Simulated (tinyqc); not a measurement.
Comparisons within one model: donor near an oxide interface in a gate field (two-state model). A value that a table varies takes the place of the one given here.

Interface at z = 0 (hard wall), donor at z = d, field F pulling electrons to the interface: potential e F z; 1 kV/cm = 1e-5 eV/angstrom, c = hbar^2/2m0, q = e^2/(4 pi eps0), Q = (eps - eo)/(eps + eo). Donor state: E_D = e F d - ED - q Q/(4 eps d), the last term joining the images of ion and electron. Interface state: z exp(-b z/2) exp(-rho^2/(2 L^2)) with E_z = c b^2/(4 mz) + 3 e F/b + q Q b/(8 eps), minimised over b; in the plane at z = 3/b the ion (distance D = d - 3/b) and its image (D' = d + 3/b) give E_rho = c/(mt L^2) - (q/eps)(sqrt(pi)/L)[erfcx(D/L) + Q erfcx(D'/L)], erfcx(x) = exp(x^2) erfc(x), minimised over L. E_I = E_z + E_rho.

The two states couple by t = t0 exp(-D/aD) with t0 = q/(eps aD) (2 aD/L) sqrt(aD b/2) v, v a valley factor; this form is an estimate. With detuning u = E_D - E_I the splitting is sqrt(u^2 + 4 t^2) and the lower state has weight (1 - u/sqrt(u^2 + 4 t^2))/2 on the donor.

Constants: hbar^2/2m0 = 3.80998211 eV angstrom^2; e^2/(4 pi eps0) = 14.39964547 eV angstrom.

Inputs chosen for the exercise (near those of a donor in Si below Si3N4, static dielectric constants; the results hold for these values, not for the real material): d = 90 angstrom (depth of the donor); ED = 30.9 meV (bulk binding energy); mz = 0.909 m0 (mass across the interface); mt = 0.192 m0 (mass in the plane); eps = 11.3 (dielectric constant of the semiconductor); eo = 7.5 (dielectric constant of the oxide); aD = 21.9 angstrom (donor radius); v = 0.6 (valley factor); Fl = (41.2, 47.637, 50.212, 51.5, 52.787, 55.362, 61.8) kV/cm (fields); dl = (65, 90, 120, 155, 200, 250) angstrom (depths).

## Sweeping the field

Both levels, the splitting, the donor weight and the mean depth w d + (1 - w) 3/b.

Results:

| F (kV/cm) | E_D (meV) | E_I (meV) | splitting (meV) | donor weight | mean depth (angstrom) |
|---|---|---|---|---|---|
| 41.200 | 5.465 | 10.548 | 6.30 | 0.903 | 85.0 |
| 47.637 | 11.258 | 13.218 | 3.96 | 0.747 | 76.4 |
| 50.212 | 13.575 | 14.235 | 3.42 | 0.597 | 68.0 |
| 51.500 | 14.735 | 14.734 | 3.31 | 0.500 | 62.5 |
| 52.787 | 15.893 | 15.227 | 3.34 | 0.400 | 56.9 |
| 55.362 | 18.210 | 16.197 | 3.78 | 0.233 | 47.2 |
| 61.800 | 24.005 | 18.536 | 6.25 | 0.063 | 36.5 |

How do the results move?

E_D rises by 0.90 and E_I by 0.39 meV per kV/cm, so they cross once, near 51.5 kV/cm, where the splitting is 2t = 3.31 meV. The donor weight passes from 0.85 to 0.15 while the detuning goes from -2t to 2t, a window of 13 kV/cm or 25 % of the field; across the table the charge moves by 48 angstrom.

## Depth of the donor

Critical field, and the coupling, E_rho and L at that field.

Results:

| d (angstrom) | critical field (kV/cm) | e F d/ED | t (meV) | E_rho (meV) | L (angstrom) |
|---|---|---|---|---|---|
| 65 | 76.9 | 1.618 | 5.8 | -18.66 | 57 |
| 90 | 51.5 | 1.500 | 1.7 | -13.75 | 73 |
| 120 | 36.6 | 1.420 | 0.39 | -10.49 | 90 |
| 155 | 27.2 | 1.362 | 0.076 | -8.24 | 109 |
| 200 | 20.3 | 1.314 | 0.0096 | -6.48 | 132 |
| 250 | 15.8 | 1.277 | 0.00098 | -5.24 | 155 |

What can be read from the table?

The critical field falls from 77 to 16 kV/cm, with exponent -1.18 in d, while t drops by a factor 5.9e+03, about e for each 22 angstrom at the end (aD = 21.9). One lattice plane (1.36 angstrom) of misplacement changes t by 6 % and the critical field by about 1.3 % at 120 angstrom.

## What each parameter does

Critical field (E_D = E_I), and t and L there. Each row changes one parameter from the base and keeps the others.

Results:

| case | critical field (kV/cm) | t (meV) | L (angstrom) |
|---|---|---|---|
| base | 51.5 | 1.66 | 72.8 |
| d = 80 angstrom | 59.4 | 2.71 | 66.7 |
| ED = 36.9 meV | 62.8 | 1.51 | 74.4 |
| aD = 24.1 angstrom | 51.5 | 2.18 | 72.8 |
| mz = 0.773 m0 | 53.6 | 1.74 | 72.0 |
| mt = 0.221 m0 | 50.5 | 1.78 | 68.4 |
| eo = 11.2 | 48.8 | 1.54 | 75.4 |
| eps = 12 | 53.5 | 1.50 | 74.8 |

What does this show?

The largest shifts from the base row, up to three for each result and ties (the steps differ in size, so this ranks the rows, not the parameters). critical field (kV/cm): ED +11.3, d +7.9, eo -2.7; unchanged at the printed digits by aD. t (meV): d +1.05, aD +0.528, eps -0.152. L (angstrom): d -6.2, mt -4.4, eo +2.5; unchanged at the printed digits by aD.

(tinyqc, `OMP_NUM_THREADS=1 python tinyqc.py 1282466 1282467 out.jsonl`, Intel(R) Xeon(R) Processor @ 2.30GHz, 1 thread, shared host, about 0.1 s.)
